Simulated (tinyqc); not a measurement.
Time-domain thermoreflectance: layered heat flow under a modulated pulse train, and what the signal ratio measures: one step, computed by the program tinyqc.

Pulses repeat at 80 MHz; heat is laid down at the surface, all layers are isotropic.

Question. Length and time scales. Penetration depth sqrt(kappa/(pi f C)); effusivity sqrt(kappa C); cooling time of the metal d C_m/G; Kapitza length kappa/G.

Inputs (values chosen for the exercise, modelled on aluminium on 4H-SiC):
```
quantity                                value        unit
metal thickness d                         110          nm
metal heat capacity                      2.42  MJ/(m^3 K)
boundary conductance G under the metal    160  MW/(m^2 K)
substrate conductivity kappa              350     W/(m K)
substrate heat capacity C                2.21  MJ/(m^3 K)
modulation frequency f                      1         MHz
spot radius w (1/e^2, pump and probe)     3.7  micrometre
```

Stack: metal, substrate.

Give: penetration depth; effusivity; cooling time of the metal; Kapitza length; depth over spot radius.

Answer.

penetration depth = 7.100 micrometre

effusivity = 27812 W s^(1/2)/(m^2 K)

cooling time of the metal = 1663.75 ps

Kapitza length = 2187.5 nm

depth over spot radius = 1.919

The penetration depth is not small against the spot, so radial spreading in the substrate matters at f.
